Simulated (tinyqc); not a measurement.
Cluster expansion of a binary alloy: correlations, fit, cross-validation and ground states: one step, computed by the program tinyqc.

s = +1 for A and -1 for B. Energy per site E = J0 + J1 P(point) + sum over clusters of m V P, with P the mean product of spins; V > 0 on a pair favours unlike neighbours. Clusters per site m: pair 1 6, pair 2 3, pair 3 12, triplet 8; the triplet is the triangle of first neighbours. Formation energies are counted from the line between pure A and pure B, which removes J0 and J1.

Question. Formation energies. Exact: X V with V = (V1, V2, V3, Vt). The data to fit add the noise amplitude times the normal numbers, standing for what the clusters leave out.

Inputs (values chosen for the exercise, for a model alloy):

| quantity | value | unit |
|---|---|---|
| first-pair interaction V1 | 6.1 | meV |
| second-pair interaction V2 | -0.3 | meV |
| third-pair interaction V3 | -0.028 | meV |
| triplet interaction Vt | 1.3 | meV |
| noise amplitude | 0.71 | meV/site |

Lattice: fcc.

X:
```
                     pair 1    pair 2     pair 3   triplet
A                   0.00000   0.00000    0.00000   0.00000
A3B L1_2           -6.00000   0.00000  -12.00000  -8.00000
A3B D0_22          -6.00000  -1.00000   -8.00000  -8.00000
A3B (001) layers   -4.00000  -1.00000  -12.00000   0.00000
A2B (001) layers   -5.33333  -1.33333  -16.00000   0.00000
AB L1_0            -8.00000   0.00000  -16.00000   0.00000
AB L1_1            -6.00000  -6.00000  -12.00000   0.00000
A2B2 (001) layers  -4.00000  -2.00000  -16.00000   0.00000
AB2 (001) layers   -5.33333  -1.33333  -16.00000   0.00000
AB3 L1_2           -6.00000   0.00000  -12.00000   8.00000
AB3 D0_22          -6.00000  -1.00000   -8.00000   8.00000
AB3 (001) layers   -4.00000  -1.00000  -12.00000   0.00000
B                   0.00000   0.00000    0.00000   0.00000
```

standard normal numbers for the noise (0 for the pure ends): A 0.000, A3B L1_2 1.403, A3B D0_22 -0.038, A3B (001) layers 1.403, A2B (001) layers 0.411, AB L1_0 -0.862, AB L1_1 -0.005, A2B2 (001) layers 0.221, AB2 (001) layers -1.180, AB3 L1_2 0.172, AB3 D0_22 -1.495, AB3 (001) layers -0.262, B 0.000

Give: exact energies; data.

Answer.

exact energies (meV/site): A 0.00, A3B L1_2 -46.66, A3B D0_22 -46.48, A3B (001) layers -23.76, A2B (001) layers -31.69, AB L1_0 -48.35, AB L1_1 -34.46, A2B2 (001) layers -23.35, AB2 (001) layers -31.69, AB3 L1_2 -25.86, AB3 D0_22 -25.68, AB3 (001) layers -23.76, B 0.00

data (meV/site): A 0.00, A3B L1_2 -45.67, A3B D0_22 -46.50, A3B (001) layers -22.77, A2B (001) layers -31.39, AB L1_0 -48.96, AB L1_1 -34.47, A2B2 (001) layers -23.20, AB2 (001) layers -32.52, AB3 L1_2 -25.74, AB3 D0_22 -26.74, AB3 (001) layers -23.95, B 0.00
